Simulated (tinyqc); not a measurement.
# Schottky barrier on an n-type semiconductor with a doping step, non-linear Poisson equation by Newton steps: Capacitance-voltage profiling

One dimension, metal at x = 0, donor density C(x) = N1 for x < x1 and Nd beyond. Energies are counted from the electron Fermi level of the semiconductor and the conduction-band edge is Ec = -psi, so n = Nc exp(psi/Vt); holes follow the Fermi level of the metal, at -V, so p = Nv exp((V - psi - Eg)/Vt). Ends: psi(0) = V - phiB and psi = Vt ln(Nd/Nc) deep inside. Boltzmann statistics, full ionisation, no current, no image force in the Poisson equation.

The Poisson equation d/dx(eps0 eps_r dpsi/dx) = -q (p - n + C) is solved on a mesh of about 1000 nodes or more that ends in neutral material. C_s = q d/dV of the integral of n over x, from the linearised equation. Probed depth w = eps0 eps_r/C_s; apparent doping N_app = C_s^3/(q eps0 eps_r dC_s/dV), the derivative by central differences over +/- 0.02 V.

Parameters, values chosen for the exercise; band and dielectric values close to those of gallium phosphide:
- T = 350 K (temperature)
- Eg = 2.26 eV (band gap)
- eps_r = 11.1 (relative permittivity)
- Nc = 2.24e19 cm^-3 (conduction-band density of states at T)
- Nv = 2.39e19 cm^-3 (valence-band density of states at T)
- Nd = 5.9e16 cm^-3 (donor density deep in the semiconductor)
- phiB = 1.4 eV (barrier height)
- x1 = 130 nm (depth of the doping step)
- N1 = 3e15 cm^-3 (donor density above the step)

Constants: q = 1.602176634e-19 C, kB = 1.380649e-23 J/K, Vt = kB T/q, eps0 = 8.8541878128e-14 F/cm where lengths are in cm. Results are converted to the units shown.

The same in every row: true C(w) (cm^-3) = 5.90e16.

Result of one run:
```
V (V)  C_s (nF/cm^2)  w (nm)  N_app (cm^-3)  |E_0| (kV/cm)
-1.5            36.6     268        5.90e16            139
```

What becomes of these results when the bias of the metal against the semiconductor V is changed from -1.5 to -3 V, all else the same?

Result of the changed run:
```
V (V)  C_s (nF/cm^2)  w (nm)  N_app (cm^-3)  |E_0| (kV/cm)
-3              30.6     321        5.90e16            190
```

The whole series:
```
V (V)  C_s (nF/cm^2)  w (nm)  N_app (cm^-3)  |E_0| (kV/cm)
0               48.7     202        5.90e16           75.6
-0.38           44.5     221        5.90e16           93.6
-0.75           41.4     237        5.90e16            110
-1.12           38.8     253        5.90e16            125
-1.5            36.6     268        5.90e16            139
-1.88           34.8     283        5.90e16            153
-2.25           33.2     296        5.90e16            166
-2.62           31.8     309        5.90e16            178
-3              30.6     321        5.90e16            190
```

C_s falls from 48.7 to 30.6 nF/cm^2 while the probed depth goes from 202 to 321 nm. The apparent doping stays near 5.90e16 cm^-3. It departs most from the true doping at that depth for V = 0 V, where it is 0.017 % below it; so the doping is read well over the depths probed. The step lies inside the layer that is depleted at zero bias and is not seen.

tinyqc, about 0.09 s, one thread, Intel Xeon 2.30GHz (shared host): `OMP_NUM_THREADS=1 python tinyqc.py 2020017 2020018 out.jsonl`
